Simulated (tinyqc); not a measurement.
From one set of inputs to another, one input at a time: leakage currents through a thin dielectric. Computed by tinyqc, a small Python program. Command: `OMP_NUM_THREADS=1 python tinyqc.py 3026996 3026997 out.jsonl leak ladder`. One thread of a shared host (Intel(R) Xeon(R) Processor @ 2.30GHz), about 0.2 s of CPU time with the checks.

Electrons leave an electrode with Fermi energy E_F above its band bottom; barriers are counted from the Fermi level, and both electrodes are alike. They cross the interlayer first.

The inputs printed are set A. Set A is modelled on a low-k dielectric; the values taken over come from a set modelled on Al2O3. Inputs not listed in the table keep their values of set A, so the rows need not describe a real material.

Inputs (values chosen for the exercise, modelled on a low-k dielectric):
```
quantity                           value  unit
barrier height phi_B                2.38    eV
tunnelling mass m                   0.43   m_0
static permittivity k               2.82     -
optical permittivity k_o            1.96     -
trap depth phi_t                     1.3    eV
Poole-Frenkel prefactor sigma_0  0.00062  S/cm
thickness t                          9.3    nm
electrode Fermi energy E_F           6.5    eV
electrode mass m_e                     1   m_0
voltage V                            3.7     V
temperature T                        200     K
interlayer thickness t_i             1.1    nm
interlayer barrier phi_i            3.02    eV
interlayer mass m_i                 0.42   m_0
interlayer permittivity k_i          4.2     -
```

Stack: dielectric on an interlayer.

Constants: m_0 = 9.1093837015e-31 kg; e = 1.602176634e-19 C; hbar = 1.054571817e-34 J s; k_B = 8.617333262e-05 eV/K; k_B = 1.380649e-23 J/K; eps_0 = 8.8541878128e-12 F/m; h = 6.62607015e-34 J s.

Method:
- Fields: F_i = V/(t_i + t k_i/k), F = F_i k_i/k; equivalent oxide thickness 3.9 (t/k + t_i/k_i).
- WKB: a layer of mass m, field F and barrier b(x) = b_0 - e F x gives the exponent (4 sqrt(2 m)/(3 hbar e F)) [b_0^(3/2) - max(b_0 - e F t, 0)^(3/2)] for b_0 > 0; b_0 = barrier - (E - E_F), less e F_i t_i for the second layer; the transmission is D(E) = exp(-sum of exponents), without image force.
- Tsu-Esaki: J = (e m_e k_B T/(2 pi^2 hbar^3)) int D(E) ln[(1 + exp((E_F - E)/k_B T))/(1 + exp((E_F - eV - E)/k_B T))] dE over the normal energy E (its change with the mass at an interface is neglected) from max(0, E_F - 3 eV) to E_F + largest barrier, by 100 Gauss-Legendre points in each part, split at E_F - 0.3 eV (if inside the range) and E_F + 8 k_B T.
- The mean energy weights E - E_F by the integrand.
- Schottky emission J = A T^2 exp(-(phi_B - sqrt(e^3 F/(4 pi k_o eps_0)))/k_B T), A = 4 pi e m k_B^2/h^3 with the tunnelling mass; Poole-Frenkel J = sigma_0 F exp(-(phi_t - sqrt(e^3 F/(pi k_o eps_0)))/k_B T); both use the field F of the dielectric and ignore the interlayer.

Each row keeps all changes above it:
```
input moved                    from    to  tunnel current density (A/cm^2)  Poole-Frenkel current density (A/cm^2)  transmission D(E_F)
set A                             -     -                       8.7399e-15                              6.6971e-04           2.8986e-22
temperature T (K)               200   300                       1.7519e-14                              1.0082e-01           2.8986e-22
optical permittivity k_o       1.96  3.17                       1.7519e-14                              1.8519e-05           2.8986e-22
voltage V (V)                   3.7   2.6                       5.7754e-22                              7.7808e-08           1.7976e-30
tunnelling mass m (m_0)        0.43  0.34                       1.0540e-19                              7.7808e-08           8.8951e-28
interlayer thickness t_i (nm)   1.1  0.42                       3.7290e-17                              1.5227e-07           4.1785e-25
thickness t (nm)                9.3    11                       8.6562e-21                              1.5371e-08           2.9347e-29
static permittivity k          2.82  8.92                       9.0960e-20                              7.6095e-09           2.3757e-28
```

Which inputs carry the difference?

Tunnel current density goes from 8.74e-15 to 9.10e-20, a factor 1.04e-5 in all. The largest single move comes from voltage V (a factor 3.30e-8), and interlayer thickness t_i works against it (a factor 354). Poole-Frenkel current density goes from 6.70e-4 to 7.61e-9, a factor 1.14e-5 in all. The largest single move comes from optical permittivity k_o (a factor 1.84e-4), and temperature T works against it (a factor 151). Transmission D(E_F) goes from 2.90e-22 to 2.38e-28, a factor 8.20e-7 in all. The largest single move comes from voltage V (a factor 6.20e-9), and tunnelling mass m works against it (a factor 495). The single moves hold for this order of the switches; the total does not depend on the order.

Extremes, crossings and ranges named in words are read from the listed rows.
